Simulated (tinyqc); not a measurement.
From results back to parameters: Gamma, L and X subbands of a thin body with non-parabolic valleys. Four cases, with inputs chosen for the exercise.

Problem. Hard walls; each subband edge rises by e with e (1 + a e) = c (pi/t)^2/m_z, c = hbar^2/2m0. The thickness at which the Gamma and L edges cross was computed from a hidden bulk separation EL.

Constants: hbar^2/2m0 = 3.80998211 eV angstrom^2.

Find: rise of Gamma; rise of L; EL.

Method. At the crossing the rise of Gamma equals EL plus the rise of L.

Case 1.

Values chosen (near those of a thin GaSb channel; shifted at random, so the results belong to these values and not to a real crystal): mG = 0.0394 m0 (Gamma mass); aG = 1.14 1/eV (Gamma non-parabolicity); mzL = 1.285 m0 (confinement mass of the lowest L group); aS = 0.41 1/eV (non-parabolicity of L and X).

crossing thickness = 123.194 angstrom

Solution.

rise of Gamma = 0.059 eV
rise of L = 0.002 eV
EL = 0.057 eV

Case 2.

Values chosen (near those of a thin InP channel; shifted at random, so the results belong to these values and not to a real crystal): mG = 0.0785 m0 (Gamma mass); aG = 0.6 1/eV (Gamma non-parabolicity); mzL = 1.651 m0 (confinement mass of the lowest L group); aS = 0.36 1/eV (non-parabolicity of L and X).

crossing thickness = 22.920 angstrom

Solution.

rise of Gamma = 0.655 eV
rise of L = 0.043 eV
EL = 0.612 eV

Case 3.

Values chosen (near those of a thin GaAs channel; shifted at random, so the results belong to these values and not to a real crystal): mG = 0.0664 m0 (Gamma mass); aG = 0.57 1/eV (Gamma non-parabolicity); mzL = 0.2005 m0 (confinement mass of the lowest L group); aS = 0.32 1/eV (non-parabolicity of L and X).

crossing thickness = 31.786 angstrom

Solution.

rise of Gamma = 0.447 eV
rise of L = 0.176 eV
EL = 0.271 eV

Case 4.

Values chosen (near those of a thin GaAs channel; shifted at random, so the results belong to these values and not to a real crystal): mG = 0.0659 m0 (Gamma mass); aG = 0.59 1/eV (Gamma non-parabolicity); mzL = 1.94 m0 (confinement mass of the lowest L group); aS = 0.53 1/eV (non-parabolicity of L and X).

crossing thickness = 37.607 angstrom

Solution.

rise of Gamma = 0.337 eV
rise of L = 0.014 eV
EL = 0.323 eV

Computed by tinyqc, one run a case: `OMP_NUM_THREADS=1 python tinyqc.py N N+1 out.jsonl` with N = 1250601, 1250698, 1250783, 1250798; one thread of a shared Intel(R) Xeon(R) Processor @ 2.30GHz, about 0.04 s a run at most.
